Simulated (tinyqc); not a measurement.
Worked calculation: Pariser-Parr-Pople SCF with singles CI, for the molecule C=CC(C=C)=CC=O (SMILES; centres numbered as the heavy atoms are written). One step of it, computed by the program tinyqc.

Question. PPP integrals. Ohno: gamma = 14.399645/sqrt(R^2 + a^2), a = 2 x 14.399645/(gamma_rr + gamma_ss); H_rr = -W_r - sum_(s != r) z_s gamma_rs; H_rs = beta for bonds.

Centres (angstrom, eV; a flat drawing with bonds scaled to 1.40 angstrom):
```
centre,x,y,core charge z,W,gamma_rr
1C,2.505000,1.286000,1,12.240000,10.870000
2C,2.063000,-0.042000,1,12.240000,10.870000
3C,0.691000,-0.323000,1,12.240000,10.870000
4C,0.249000,-1.651000,1,12.240000,10.870000
5C,-1.123000,-1.932000,1,12.240000,10.870000
6C,-0.238000,0.725000,1,12.240000,10.870000
7C,-1.609000,0.444000,1,12.240000,10.870000
8O,-2.538000,1.491000,1,19.470000,15.310000
```

Resonance integrals (eV):
```
i,j,beta
1,2,-2.230000
2,3,-2.230000
3,4,-2.230000
4,5,-2.230000
3,6,-2.230000
6,7,-2.230000
7,8,-2.230000
```

Give: repulsion gamma_rs; core matrix H.

Answer.

repulsion gamma_rs (eV):
```
,1C,2C,3C,4C,5C,6C,7C,8O
1C,10.8700,7.4721,5.2115,3.6610,2.8643,4.6490,3.2702,2.7876
2C,7.4721,10.8700,7.4697,5.2115,3.6602,5.2104,3.6605,2.8956
3C,5.2115,7.4697,10.8700,7.4721,5.2115,7.4697,5.2119,3.7270
4C,3.6610,5.2115,7.4721,10.8700,7.4697,5.2105,4.6484,3.3167
5C,2.8643,3.6602,5.2115,7.4697,10.8700,4.6480,5.2108,3.7268
6C,4.6490,5.2104,7.4697,5.2105,4.6480,10.8700,7.4724,5.4091
7C,3.2702,3.6605,5.2119,4.6484,5.2108,7.4724,10.8700,8.0885
8O,2.7876,2.8956,3.7270,3.3167,3.7268,5.4091,8.0885,15.3100
```

core matrix H (eV):
```
,1C,2C,3C,4C,5C,6C,7C,8O
1C,-42.1558,-2.2300,0.0000,0.0000,0.0000,0.0000,0.0000,0.0000
2C,-2.2300,-47.8200,-2.2300,0.0000,0.0000,0.0000,0.0000,0.0000
3C,0.0000,-2.2300,-54.0135,-2.2300,0.0000,-2.2300,0.0000,0.0000
4C,0.0000,0.0000,-2.2300,-49.2299,-2.2300,0.0000,0.0000,0.0000
5C,0.0000,0.0000,0.0000,-2.2300,-45.0313,0.0000,0.0000,0.0000
6C,0.0000,0.0000,-2.2300,0.0000,0.0000,-52.3091,-2.2300,0.0000
7C,0.0000,0.0000,0.0000,0.0000,0.0000,-2.2300,-49.8028,-2.2300
8O,0.0000,0.0000,0.0000,0.0000,0.0000,0.0000,-2.2300,-49.4212
```
